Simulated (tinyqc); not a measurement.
Scattering of inversion-layer electrons by surface optical phonons of the gate insulator (remote phonon scattering): one step, computed by the program tinyqc. Command: `OMP_NUM_THREADS=1 python tinyqc.py 3111860 3111861 out.jsonl sophonon walk`. One thread of a shared host (Intel(R) Xeon(R) Processor @ 2.30GHz), about 0.01 s of CPU time with the checks.

One subband with the Fang-Howard envelope; insulator and channel are half-spaces, the gate is far away, and an interlayer only moves the polar surface away by t (its own modes and its permittivity contrast are left out).

Task: Surface modes and strengths. eps(w) = eps_inf + (eps_0s - eps_i) w1^2/(w1^2 - w^2) + (eps_i - eps_inf) w2^2/(w2^2 - w^2). Surface modes solve eps(w) + eps_s = 0, a quadratic in w^2; the strength of a mode is g = 2/(w d eps/dw). Occupation N = 1/(exp(hbar w/(k_B T)) - 1).

Inputs (values chosen for the exercise, modelled on AlN on In0.53Ga0.47As):

| quantity | value | unit |
|---|---|---|
| static constant of the insulator eps_0s | 9.09 | - |
| intermediate constant eps_i | 7.44 | - |
| optical constant eps_inf | 4.87 | - |
| hbar omega_TO1 | 79.2 | meV |
| hbar omega_TO2 | 91.1 | meV |
| constant of the channel eps_s | 13.9 | - |
| temperature T | 350 | K |

Constants: k_B = 8.617333262e-05 eV/K.

Give: hbar omega_SO; strengths g; occupations N; hbar omega g (2 N + 1).

Result:

hbar omega_SO (meV): 1 81.26, 2 98.27

strengths g: 1 0.001480, 2 0.008299

occupations N: 1 0.07250, 2 0.04000

hbar omega g (2 N + 1) (meV): 1 0.1377, 2 0.8808

The upper mode has the larger hbar omega g N, the prefactor of absorption before the dependence on q: 0.00872 and 0.0326 meV.
